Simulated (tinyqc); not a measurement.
Inside a calculation. Model: a spin-degenerate level with charging energy between two leads, rate equations.

Program tinyqc, `OMP_NUM_THREADS=1 python tinyqc.py 2780107 2780108 out.jsonl`; Intel Xeon 2.30GHz, shared host, one thread, about 0.01 s. Printed values are rounded.

States 0, up, down and 2 with energies 0, e1 - Ez/2, e1 + Ez/2 and 2 e1 + U. mu_L = +V/2, mu_R = -V/2 (meV), f(x) = 1/(1 + exp(x/kB T)). A transition that adds one electron of given spin at the energy E has the rate G f(E - mu) from each lead, and its reverse G [1 - f(E - mu)]. I counts electrons leaving the left lead, times q.

Inputs (values chosen for the exercise): charging energy of the second electron U = 5.6 meV; level e1 = -4.38 meV; tunnel rate to the left lead GL = 2.4 1/ns; tunnel rate to the right lead GR = 1.4 1/ns; temperature T = 1.4 K; bias V = 12 mV; Zeeman splitting Ez = 0 meV; time step dt = 0.043 ns.

Constants: q = 1.602176634e-19 C, kB = 1.380649e-23 J/K, Vt = kB T/q. Results are converted to the units shown.

Range of the model: Rate equations need hbar G well below kB T; cotunnelling and the Kondo effect are left out.

## Transition energies and Fermi factors

Transition energies: 0-up e1 - Ez/2, 0-down e1 + Ez/2, up-2 e1 + U + Ez/2, down-2 e1 + U - Ez/2.

| transition | E (meV) | fL | fR (1e-6) |
|---|---|---|---|
| 0-up | -4.380000 | 1.000000 | 1.473181 |
| 0-down | -4.380000 | 1.000000 | 1.473181 |
| up-2 | 1.220000 | 1.000000 | 0.000000 |
| down-2 | 1.220000 | 1.000000 | 0.000000 |

## Rate matrix

dp/dt = W p; W_ji is the rate from state i to j, and each column sums to zero.

W (1/ns):

|  | 0 | up | down | 2 |
|---|---|---|---|---|
| 0 | -4.800004 | 1.399998 | 1.399998 | 0.000000 |
| up | 2.400002 | -3.799998 | 0.000000 | 1.400000 |
| down | 2.400002 | 0.000000 | -3.799998 | 1.400000 |
| 2 | 0.000000 | 2.400000 | 2.400000 | -2.800000 |

## Steady state and current

Steady state: W p = 0 with sum p = 1. I = q GL sum over transitions i-j of [fL p_i - (1 - fL) p_j].

p: 0 0.1357338, up 0.2326871, down 0.2326871, 2 0.3988921
mean number of electrons = 1.263158
I = 283.3321 pA

In units of q GL GR/(GL + GR) = 142 pA the current is 2.00; two independent spin channels fully inside the bias window would give 2.

## Step 1: time step

p at the start: 0 1, up 0, down 0, 2 0

Explicit Euler step: p(new) = p + dt W p.

p after step 1: 0 0.7935998, up 0.1032001, down 0.1032001, 2 0.0000000

## Step 2: time step

As before.

p after step 2: 0 0.6422260, up 0.1682368, down 0.1682368, 2 0.0213005

## Relaxation from the empty dot

Stop when no probability changes by more than 1e-8 in a step, or after 400 steps.

Course of the iteration:

| step | p(0) | p(up) | p(down) | p(2) | largest change |
|---|---|---|---|---|---|
| 1 | 0.7935998 | 0.1032001 | 0.1032001 | 0.0000000 | 0.206 |
| 2 | 0.6422260 | 0.1682368 | 0.1682368 | 0.0213005 | 0.151 |
| 3 | 0.5299261 | 0.2083070 | 0.2083070 | 0.0534600 | 0.112 |
| 4 | 0.4456294 | 0.2321763 | 0.2321763 | 0.0900180 | 0.0843 |
| 5 | 0.3816054 | 0.2456468 | 0.2456468 | 0.1271010 | 0.0640 |
| 6 | 0.3324178 | 0.2525413 | 0.2525413 | 0.1624995 | 0.0492 |
| 7 | 0.2942126 | 0.2553641 | 0.2553641 | 0.1950591 | 0.0382 |
| 8 | 0.2642329 | 0.2557430 | 0.2557430 | 0.2242812 | 0.0300 |
| ... | ... | ... | ... | ... | ... |
| 86 | 0.1357339 | 0.2326871 | 0.2326871 | 0.3988919 | 3.38e-8 |
| 87 | 0.1357339 | 0.2326871 | 0.2326871 | 0.3988919 | 2.83e-8 |
| 88 | 0.1357339 | 0.2326871 | 0.2326871 | 0.3988920 | 2.37e-8 |
| 89 | 0.1357339 | 0.2326871 | 0.2326871 | 0.3988920 | 1.98e-8 |
| 90 | 0.1357338 | 0.2326871 | 0.2326871 | 0.3988920 | 1.66e-8 |
| 91 | 0.1357338 | 0.2326871 | 0.2326871 | 0.3988920 | 1.39e-8 |
| 92 | 0.1357338 | 0.2326871 | 0.2326871 | 0.3988920 | 1.16e-8 |
| 93 | 0.1357338 | 0.2326871 | 0.2326871 | 0.3988920 | 9.70e-9 |

The steps settle after 93 steps (4.00 ns) on the steady state above. The decay rates of W are 3.80, 3.80 and 7.60 1/ns; stability needs dt below 2 over the largest, 0.263 ns.
